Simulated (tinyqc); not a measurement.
Jacobi rotations on a symmetric matrix, step by step. One step of it, computed by the program tinyqc.

Task: Jacobi rotation 3. Take the largest off-diagonal element A_pq; tan 2 theta = 2 A_pq / (A_qq - A_pp) with |theta| <= pi/4; A' = J^T A J with J_pp = J_qq = cos, J_pq = sin, J_qp = -sin.

A', lower triangle:
```
           1          2          3         4         5
1   0.331886
2  -0.103492   0.731074
3  -0.019644   0.149691   2.417000
4   0.000000  -0.080809  -0.102616  2.650114
5   0.038163   0.000000  -0.047672  0.210594  4.207926
```

Give: p, q, theta; A'.

Result:

p, q, theta (rad): 4.000  5.000  0.132

A', lower triangle:
```
        1       2       3      4      5
1   0.332
2  -0.103   0.731
3  -0.020   0.150   2.417
4  -0.005  -0.080  -0.095  2.622
5   0.038  -0.011  -0.061  0.000  4.236
```
